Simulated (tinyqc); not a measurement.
Inside a calculation. Method: UKS/B3LYP (VWN-RPA form) in the 6-311g basis, for H2-, spin multiplicity 2. The basis has no diffuse functions, so it cannot describe the extra electron: this is an exercise in the method, not the real anion. One step of it, computed by the program tinyqc.

Task: Iteration 1: diagonalisation and new density. Diagonalise F' = X^T F X, C = X C', fill 2 alpha and 1 beta electrons from the bottom; D(s) = C_occ C_occ^T. Each column has its largest component positive (the first on a tie).

F(alpha) (hartree), order 1H 1s, 1H 2s, 1H 3s, 2H 1s, 2H 2s, 2H 3s:
$$\begin{pmatrix}
0.979750 & -0.050168 & -0.203151 & -0.254636 & -0.183417 & -0.195414 \\
-0.050168 & 0.146163 & 0.009198 & -0.183417 & -0.029916 & -0.033789 \\
-0.203151 & 0.009198 & 0.120531 & -0.195414 & -0.033789 & 0.085786 \\
-0.254636 & -0.183417 & -0.195414 & 0.979750 & -0.050168 & -0.203151 \\
-0.183417 & -0.029916 & -0.033789 & -0.050168 & 0.146163 & 0.009198 \\
-0.195414 & -0.033789 & 0.085786 & -0.203151 & 0.009198 & 0.120531
\end{pmatrix}$$

F(beta) (hartree), order 1H 1s, 1H 2s, 1H 3s, 2H 1s, 2H 2s, 2H 3s:
$$\begin{pmatrix}
1.146285 & 0.082263 & -0.119555 & -0.182909 & -0.085476 & -0.120259 \\
0.082263 & 0.290365 & 0.112674 & -0.085476 & 0.094301 & 0.063615 \\
-0.119555 & 0.112674 & 0.201576 & -0.120259 & 0.063615 & 0.164658 \\
-0.182909 & -0.085476 & -0.120259 & 1.146285 & 0.082263 & -0.119555 \\
-0.085476 & 0.094301 & 0.063615 & 0.082263 & 0.290365 & 0.112674 \\
-0.120259 & 0.063615 & 0.164658 & -0.119555 & 0.112674 & 0.201576
\end{pmatrix}$$

X, order 1H 1s, 1H 2s, 1H 3s, 2H 1s, 2H 2s, 2H 3s:
$$\begin{pmatrix}
0.585291 & -0.923922 & -0.705456 & 0.574645 & 0.675166 & 0.157222 \\
-2.201352 & 1.418124 & 1.163996 & 0.086985 & 0.330328 & 0.231244 \\
3.280265 & -0.820980 & 0.907018 & -0.496444 & 0.101211 & 0.222505 \\
-0.585291 & -0.923922 & 0.705456 & 0.574645 & -0.675166 & 0.157222 \\
2.201352 & 1.418124 & -1.163996 & 0.086985 & -0.330328 & 0.231244 \\
-3.280265 & -0.820980 & -0.907018 & -0.496444 & -0.101211 & 0.222505
\end{pmatrix}$$

Give: F' = X^T F X; orbital energies; coefficients C; F' = X^T F X; orbital energies; coefficients C; D(alpha) after iteration 1; D(beta) after iteration 1.

Result:

F' = X^T F X (alpha) (hartree):
$$\begin{pmatrix}
1.3122 & 0.0000 & -0.9353 & 0.0000 & 0.4368 & 0.0000 \\
0.0000 & 2.1131 & 0.0000 & -0.8677 & 0.0000 & 0.0464 \\
-0.9353 & 0.0000 & 1.5266 & 0.0000 & -0.8592 & 0.0000 \\
0.0000 & -0.8677 & 0.0000 & 0.9947 & 0.0000 & -0.0134 \\
0.4368 & 0.0000 & -0.8592 & 0.0000 & 1.2870 & 0.0000 \\
0.0000 & 0.0464 & 0.0000 & -0.0134 & 0.0000 & -0.0261
\end{pmatrix}$$

orbital energies (alpha) (hartree): MO1 -0.0271, MO2 0.3563, MO3 0.5218, MO4 0.8637, MO5 2.5870, MO6 2.9058

coefficients C (alpha), order 1H 1s, 1H 2s, 1H 3s, 2H 1s, 2H 2s, 2H 3s:
$$\begin{pmatrix}
0.1756 & 0.0794 & -0.0657 & -0.0939 & -1.0832 & -1.1318 \\
0.1950 & -0.1476 & -0.7590 & -1.7445 & 1.2075 & 1.8013 \\
0.2470 & 2.4191 & 0.8242 & 2.0774 & -0.4791 & -1.1940 \\
0.1756 & -0.0794 & -0.0657 & 0.0939 & -1.0832 & 1.1318 \\
0.1950 & 0.1476 & -0.7590 & 1.7445 & 1.2075 & -1.8013 \\
0.2470 & -2.4191 & 0.8242 & -2.0774 & -0.4791 & 1.1940
\end{pmatrix}$$

F' = X^T F X (beta) (hartree):
$$\begin{pmatrix}
1.3293 & 0.0000 & -0.9570 & 0.0000 & 0.4438 & 0.0000 \\
0.0000 & 2.1538 & 0.0000 & -0.9014 & 0.0000 & 0.0434 \\
-0.9570 & 0.0000 & 1.5695 & 0.0000 & -0.8814 & 0.0000 \\
0.0000 & -0.9014 & 0.0000 & 1.0652 & 0.0000 & 0.0502 \\
0.4438 & 0.0000 & -0.8814 & 0.0000 & 1.4118 & 0.0000 \\
0.0000 & 0.0434 & 0.0000 & 0.0502 & 0.0000 & 0.1273
\end{pmatrix}$$

orbital energies (beta) (hartree): MO1 0.1176, MO2 0.3779, MO3 0.5661, MO4 0.9350, MO5 2.6626, MO6 2.9976

coefficients C (beta), order 1H 1s, 1H 2s, 1H 3s, 2H 1s, 2H 2s, 2H 3s:
$$\begin{pmatrix}
0.1543 & 0.0697 & 0.0699 & -0.0756 & -1.0862 & -1.1338 \\
0.1095 & -0.2468 & 0.7971 & -1.7686 & 1.1936 & 1.7667 \\
0.3449 & 2.5364 & -0.7938 & 1.9509 & -0.4700 & -1.1635 \\
0.1543 & -0.0697 & 0.0699 & 0.0756 & -1.0862 & 1.1338 \\
0.1095 & 0.2468 & 0.7971 & 1.7686 & 1.1936 & -1.7667 \\
0.3449 & -2.5364 & -0.7938 & -1.9509 & -0.4700 & 1.1635
\end{pmatrix}$$

D(alpha) after iteration 1, order 1H 1s, 1H 2s, 1H 3s, 2H 1s, 2H 2s, 2H 3s:
$$\begin{pmatrix}
0.0371 & 0.0225 & 0.2355 & 0.0245 & 0.0460 & -0.1488 \\
0.0225 & 0.0598 & -0.3088 & 0.0460 & 0.0163 & 0.4051 \\
0.2355 & -0.3088 & 5.9130 & -0.1488 & 0.4051 & -5.7909 \\
0.0245 & 0.0460 & -0.1488 & 0.0371 & 0.0225 & 0.2355 \\
0.0460 & 0.0163 & 0.4051 & 0.0225 & 0.0598 & -0.3088 \\
-0.1488 & 0.4051 & -5.7909 & 0.2355 & -0.3088 & 5.9130
\end{pmatrix}$$

D(beta) after iteration 1, order 1H 1s, 1H 2s, 1H 3s, 2H 1s, 2H 2s, 2H 3s:
$$\begin{pmatrix}
0.0238 & 0.0169 & 0.0532 & 0.0238 & 0.0169 & 0.0532 \\
0.0169 & 0.0120 & 0.0378 & 0.0169 & 0.0120 & 0.0378 \\
0.0532 & 0.0378 & 0.1190 & 0.0532 & 0.0378 & 0.1190 \\
0.0238 & 0.0169 & 0.0532 & 0.0238 & 0.0169 & 0.0532 \\
0.0169 & 0.0120 & 0.0378 & 0.0169 & 0.0120 & 0.0378 \\
0.0532 & 0.0378 & 0.1190 & 0.0532 & 0.0378 & 0.1190
\end{pmatrix}$$
